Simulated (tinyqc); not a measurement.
Minority-electron transport through the base of a bipolar transistor (Moll-Ross and Kroemer integrals). Changing the base width W. Computed by tinyqc, a small Python program. Command: `OMP_NUM_THREADS=1 python tinyqc.py 3020986 3020987 out.jsonl base sweep`. One thread of a shared host (Intel(R) Xeon(R) Processor @ 2.30GHz), about 0.01 s of CPU time with the checks.

Low injection, one dimension, x from the emitter edge (0) to the collector edge (W), s = x/W. Recombination is treated as a small correction (valid for tau_B well below tau_n), computed from the stored charge.

Inputs (values chosen for the exercise, modelled on SiGe): intrinsic density n_i at the emitter edge = 7.4e+10 1/cm^3; base doping at the emitter edge N_0 = 7.2e+18 1/cm^3; mu_min = 140 cm^2/(V s); mu_max = 1110 cm^2/(V s); N_ref = 1.3e+17 1/cm^3; saturation velocity v_s = 1 1e7 cm/s; electron lifetime tau_n = 2.5 ns; emitter Gummel number G_E = 1.2e+14 s/cm^4; base-emitter voltage V_BE = 0.57 V; temperature T = 300 K; doping ratio N_0/N(W) = 13.

Base doping profile: exponential. Gap grading: none. Exit of the base: infinite sink.

Constants: k_B = 8.617333262e-05 eV/K; e = 1.602176634e-19 C.

Method:
- N(x) = N_0 (ratio)^(-s); n_i(x) = n_i; D(x) = (k_B T/e) mu, mu = mu_min + (mu_max - mu_min)/(1 + (N/N_ref)^0.7).
- With y(x) = N n_i^2/(D n_i(x)^2): base Gummel number G_B = int_0^W y dx; J_C = e n_i^2 exp(e V_BE/k_B T)/G_B; n(x) = (J_C/e)(n_i(x)^2/(N n_i^2)) [int_x^W y dx]; transit time tau_B = (e/J_C) int n dx; trapezoid rule on 401 even points.
- Emitter-limited gain beta_E = G_E/G_B; recombination-limited gain beta_R = tau_n/tau_B; 1/beta = 1/beta_E + 1/beta_R; f_T from the base alone = 1/(2 pi tau_B).

One run for each value; columns: (1) base width W (nm); (2) base transit time tau_B (ps); (3) current gain beta; (4) f_T from the base alone (GHz); (5) mean velocity W/tau_B (1e7 cm/s); (6) share of the exit term in G_B (%):
```
(1)          (2)     (3)         (4)     (5)  (6)
10    3.3768e-02  276.65  4.7131e+03  2.9613    0
18    1.0941e-01  153.24  1.4547e+03  1.6452    0
32    3.4579e-01   85.75  4.6027e+02  0.9254    0
56    1.0590e+00   48.57  1.5029e+02  0.5288    0
100   3.3768e+00   26.76  4.7131e+01  0.2961    0
180   1.0941e+01   14.45  1.4547e+01  0.1645    0
320   3.4579e+01    7.75  4.6027e+00  0.0925    0
560   1.0590e+02    4.10  1.5029e+00  0.0529    0
1000  3.3768e+02    2.02  4.7131e-01  0.0296    0
```

What does the table show, and why?

Over the rows, base transit time tau_B (ps) rises from 0.0338 to 338 (exponent d ln y / d ln x about 2.0 throughout); current gain beta falls from 277 to 2.02 (exponent d ln y / d ln x -1.0 between the first rows and -1.2 between the last); f_T from the base alone (GHz) falls from 4710 to 0.471 (exponent d ln y / d ln x about -2.0 throughout). The exponent of base transit time tau_B stays at 2: diffusion, or drift in a field proportional to 1/W. At the low end the exponent of current gain beta is -1.01, close to -1: emitter-limited gain, or recombination with a transit time limited by the exit velocity.

Caution (rows 10.0, 18.0): the mean velocity exceeds v_s, so drift-diffusion with a low-field mobility overstates the speed. Caution (rows 10.0, 18.0): the base is only a few mean free paths wide, so transport is partly ballistic.
